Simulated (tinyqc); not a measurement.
## Ground and coupling capacitance from two measurements

Inverse problem. A line has Cg to the planes and Cc to each of two neighbours. Find Cg, Cc, the load when both neighbours switch in antiphase, and the pulse on the line when it floats and both neighbours swing by Vx.

Parameters, values chosen for the exercise:
```
symbol  value  unit  meaning
Vx        0.7     V    swing
```

capacitance with neighbours driven alike and with neighbours grounded (aF/um): [31, 91]

Answer. Driven alike, Cc carries no charge, which leaves Cg; grounded neighbours give Cg + 2 Cc, antiphase Cg + 4 Cc; a floating line divides the swing as 2 Cc/(Cg + 2 Cc).

Cg = 31.0 aF/um
Cc = 30.0 aF/um
load in antiphase = 151 aF/um
pulse = 0.462 V

Computed by the program tinyqc: `OMP_NUM_THREADS=1 python tinyqc.py 2790228 2790229 out.jsonl`, one thread of a shared Intel Xeon 2.30GHz, about 1 s for the whole run.
